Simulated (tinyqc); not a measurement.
Series resistance and length offset from two lengths at two overdrives.

Problem. In strong inversion R W = Rsd + k(x)(L - dL), k(x) = (1 + th1 x)/(mu0 Cox x), x the overdrive, Cox = eps0 eox/tox, with Rsd and dL independent of x. Find dL, Rsd, mu0 and th1.

Values chosen for this exercise:
- eox = 3.9 (relative permittivity of the gate insulator (close to silicon dioxide))
- tox = 1.3 nm (insulator thickness)

Constants: eps0 = 8.8541878128e-14 F/cm where lengths are in cm. Results are converted to the units shown.

total resistance times width (ohm um):

|  | L = 0.074 um | L = 0.55 um |
|---|---|---|
| overdrive 0.56 V | 648.398294 | 4225.40793 |
| overdrive 1.06 V | 472.547928 | 2677.34815 |

Answer. At each overdrive R W is a straight line in L; the two lines cross at L = dL, R W = Rsd. Their slopes give k x = (1 + th1 x)/(mu0 Cox), a straight line in x.

dL = 0.0130 um
Rsd = 190 ohm um
mu0 = 110 cm^2/(V s)
th1 = 0.410 1/V

Computed by the program tinyqc: `OMP_NUM_THREADS=1 python tinyqc.py 2210036 2210037 out.jsonl`, one thread of a shared Intel Xeon 2.30GHz, about 0.01 s for the whole run.
